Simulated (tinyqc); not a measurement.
What moves the efficiency: defect, radiative and Auger recombination at equal electron and hole densities (ABC model).

J/(e d) = Ae n + B n^2 + C n^3 with Ae = A + 4 S/w (four side walls, carriers spread evenly), e = 1.602176634e-19 C, lengths in cm; internal efficiency IQE = B n^2/(Ae n + B n^2 + C n^3); all injected carriers recombine in the layer.

Values chosen for the exercise (orders of magnitude like those quoted for GaN; shifted at random, so the results belong to these values and not to a real crystal): A = 2400000 1/s (defect rate); B = 1.4e-12 cm^3/s (radiative coefficient); C = 8.9e-32 cm^6/s (Auger coefficient); S = 0 cm/s (recombination velocity of the side walls); w = 7 micrometre (side of the square mesa); d = 2 nm (active thickness); J = 1.5 A/cm^2 (current density).

IQE_max = Q/(Q + 2) with Q = B/sqrt(Ae C), reached at n = sqrt(Ae/C).

One parameter was then changed.

Results before and after:

| case | n (1/cm^3) | IQE | IQE_max | J at the peak (A/cm^2) |
|---|---|---|---|---|
| base | 4.478e+18 | 0.5997 | 0.6023 | 2.01 |
| changed | 3.976e+18 | 0.4728 | 0.5171 | 4.68 |

Which of these changes was made? (a) J = 4.5 A/cm^2; (b) C = 1.78e-31 cm^6/s; (c) B = 2.1e-12 cm^3/s; (d) d = 4 nm; (e) A = 4800000 1/s.

Answer: (e) A = 4800000 1/s. Of the candidates, run in turn, only this one gives the changed row.

All candidates:

| case | n (1/cm^3) | IQE | IQE_max | J at the peak (A/cm^2) |
|---|---|---|---|---|
| base | 4.478e+18 | 0.5997 | 0.6023 | 2.01 |
| A = 4800000 1/s | 3.976e+18 | 0.4728 | 0.5171 | 4.68 |
| B = 2.1e-12 cm^3/s | 3.910e+18 | 0.6859 | 0.6944 | 2.61 |
| C = 1.78e-31 cm^6/s | 4.151e+18 | 0.5153 | 0.5171 | 1.17 |
| d = 4 nm | 3.090e+18 | 0.5710 | 0.6023 | 4.02 |
| J = 4.5 A/cm^2 | 7.658e+18 | 0.5846 | 0.6023 | 2.01 |

Run: tinyqc, `OMP_NUM_THREADS=1 python tinyqc.py 1650557 1650558 out.jsonl`; Intel(R) Xeon(R) Processor @ 2.30GHz, one thread, shared host; about 0.01 s of CPU time with all checks.
